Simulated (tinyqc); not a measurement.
Worked calculation: extended Hueckel theory, for H6+. The parameters take no account of the charge, which enters only through the electron count. Computed by tinyqc, a small Python program that keeps every step (integrals from PySCF). Settings: charge = 1, K = 1.75, weighted = 1, multiplicity = 2. Command: `OMP_NUM_THREADS=1 python tinyqc.py 30373 30374 out.jsonl` (the two numbers bound the seeds that draw the settings). One thread of a shared host (Intel(R) Xeon(R) Processor @ 2.60GHz), about 0.01 s of CPU time with the checks.

## Overlaps

Geometry (angstrom):

| atom | x | y | z |
|---|---|---|---|
| H | 0.000000 | 0.000000 | 0.000000 |
| H | 0.000000 | 0.000000 | 0.878000 |
| H | 0.000000 | 0.000000 | 2.069000 |
| H | 0.000000 | 0.000000 | 2.947000 |
| H | 0.000000 | 0.000000 | 4.138000 |
| H | 0.000000 | 0.000000 | 5.016000 |

Parameters chosen for this run:

| element | shell | Slater exponent | H_ii (eV) |
|---|---|---|---|
| H | 1s | 1.300000 | -13.600000 |

Slater orbitals, each expanded in six Gaussians scaled to its exponent.

overlap S:
```
          1H 1s     2H 1s     3H 1s     4H 1s     5H 1s     6H 1s
1H 1s  1.000000  0.544588  0.091128  0.018443  0.001632  0.000220
2H 1s  0.544588  1.000000  0.363497  0.091128  0.010055  0.001632
3H 1s  0.091128  0.363497  1.000000  0.544588  0.091128  0.018443
4H 1s  0.018443  0.091128  0.544588  1.000000  0.363497  0.091128
5H 1s  0.001632  0.010055  0.091128  0.363497  1.000000  0.544588
6H 1s  0.000220  0.001632  0.018443  0.091128  0.544588  1.000000
```

## Wolfsberg-Helmholz matrix

diagonal H_ii (eV): 1H 1s -13.600000, 2H 1s -13.600000, 3H 1s -13.600000, 4H 1s -13.600000, 5H 1s -13.600000, 6H 1s -13.600000

K = 1.750000

H_ij = K' S_ij (H_ii + H_jj)/2 for i != j (the diagonal keeps H_ii), with K' = K + D^2 + D^4 (1 - K), D = (H_ii - H_jj)/(H_ii + H_jj), K = 1.75.

H (eV):
```
            1H 1s       2H 1s       3H 1s       4H 1s       5H 1s       6H 1s
1H 1s  -13.600000  -12.961199   -2.168844   -0.438947   -0.038841   -0.005236
2H 1s  -12.961199  -13.600000   -8.651233   -2.168844   -0.239317   -0.038841
3H 1s   -2.168844   -8.651233  -13.600000  -12.961199   -2.168844   -0.438947
4H 1s   -0.438947   -2.168844  -12.961199  -13.600000   -8.651233   -2.168844
5H 1s   -0.038841   -0.239317   -2.168844   -8.651233  -13.600000  -12.961199
6H 1s   -0.005236   -0.038841   -0.438947   -2.168844  -12.961199  -13.600000
```

## Orbitals

valence electrons = 5

Solve H C = S C e through S^(-1/2); fill by pairs from the bottom, a degenerate level sharing its electrons equally; each orbital has its largest coefficient positive (the first on a tie).

orbital energies (eV): -18.616504  -17.388237  -15.203644  -5.851439  1.666231  11.861896

occupations: 2.000000  2.000000  1.000000  0.000000  0.000000  0.000000

coefficients:
```
            MO1        MO2        MO3        MO4        MO5        MO6
1H 1s  0.203025   0.378474   0.430345   0.609280  -0.705125   0.462434
2H 1s  0.287200   0.396035   0.232421  -0.405677   0.826485  -0.740801
3H 1s  0.361095   0.119231  -0.426818  -0.586546  -0.260895   0.992724
4H 1s  0.361095  -0.119231  -0.426818   0.586546  -0.260895  -0.992724
5H 1s  0.287200  -0.396035   0.232421   0.405677   0.826485   0.740801
6H 1s  0.203025  -0.378474   0.430345  -0.609280  -0.705125  -0.462434
```

sum of one-electron energies = -87.213126 eV

## Mulliken analysis

P = C n C^T; charge = valence electrons (H 1) minus the sum of (P S)_ii on the atom; overlap population = 2 sum P_ij S_ij between two atoms.

charges: 1H 0.162285, 2H 0.112262, 3H 0.225453, 4H 0.225453, 5H 0.112262, 6H 0.162285

Overlap populations:

| pair | value |
|---|---|
| 2-1 | 0.562469 |
| 3-1 | 0.009695 |
| 3-2 | 0.147326 |
| 4-1 | -0.004696 |
| 4-2 | 0.002510 |
| 4-3 | 0.451487 |
| 5-1 | -0.000271 |
| 5-2 | -0.001904 |
| 5-3 | 0.002510 |
| 5-4 | 0.147326 |
| 6-1 | -0.000008 |
| 6-2 | -0.000271 |
| 6-3 | -0.004696 |
| 6-4 | 0.009695 |
| 6-5 | 0.562469 |
